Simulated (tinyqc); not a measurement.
# AlGaN/GaN HEMT with access regions, lumped model: effect of the gate voltage

A polarisation-induced electron sheet under a Schottky gate, in series with two ungated access regions and contacts. Drift law v = mu E/(1 + mu E/vs) under the gate. Currents in mA/mm, resistances in ohm mm. No self-heating, no channel-length modulation; fits for polarisation, barrier and offset are chosen for the exercise.

sigma = (5e13 x + 1.6e13 x^2) cm^-2, phiB = 0.84 + 1.3 x, dEc = 0.7 (1.71 x + x^2) in volts, Cb = eps0 eps_r/d, VT = phiB - dEc - q sigma/Cb, access density n0 = -Cb VT/q. Access resistance R(L, n) = L/(q mu n sqrt(1 - (I/(q n vs))^2)); Rs = Rc + R(Ls, n0), Rd = Rc + R(Ld, (1 - ft) n0). Vg' = Vg - I Rs, Vd' = Vd - I (Rs + Rd); with u = Vg' - VT, Vc = vs Lg/mu and w the smaller of Vd' and Vc [sqrt(1 + 2 u/Vc) - 1] (0 if negative), the channel gives (mu Cb/Lg)(u w - w^2/2)/(1 + w/Vc). I equals that channel current. Isat is I at Vd = 10 V, gm = dIsat/dVg, Ron the limit of Vd/I at small Vd.

Inputs (values chosen for the exercise); values close to those of AlGaN/GaN structures: aluminium share of the barrier x = 0.25; barrier thickness d = 15 nm; relative permittivity of barrier and channel eps_r = 9.5; channel mobility mu = 1300 cm^2/(V s); saturation velocity vs = 1.6e7 cm/s; gate length Lg = 0.15 um; source access length Ls = 1 um; drain access length Ld = 1.5 um; resistance of each contact Rc = 0.17 ohm mm; share of the drain-access electrons removed by traps ft = 0.14.

Constants: q = 1.602176634e-19 C, eps0 = 8.8541878128e-14 F/cm where lengths are in cm. Results are converted to the units shown.

The same in every row: VT (V) = -3.035; n0 (cm^-2) = 1.062e13.

Effect of the gate voltage:
```
Vg (V)  Ron (ohm mm)  Isat (mA/mm)  gm (mS/mm)
-2.6           2.053         121.7       376.3
-2             1.779         370.4       439.3
-1.4           1.706         641.0       459.2
-0.8           1.672         918.3       462.8
-0.3           1.655          1148       456.6
0.3            1.642          1418       438.6
0.9            1.633          1672       407.9
1.5            1.626          1904       363.1
```

What does the table show?

As Vg goes from -2.6 to 1.5 V, Ron falls from 2.05 to 1.63 ohm mm, Isat rises from 122 to 1900 mA/mm and gm goes from 376 through a maximum of 463 (at Vg = -0.8 V among the rows listed) to 363 mS/mm. The ceiling Cb vs is 897 mS/mm. For Vg = -1.4 to 1.5 V the power passes 5 W/mm, where self-heating, left out here, lowers the current. At Vg = 1.5 V Vg comes within 0.2 V of phiB or passes it, so at low drain current, as for Ron, the Schottky gate would conduct.

Numbers from tinyqc (`OMP_NUM_THREADS=1 python tinyqc.py 2570060 2570061 out.jsonl`; about 0.02 s on one thread of a shared Intel Xeon 2.30GHz).
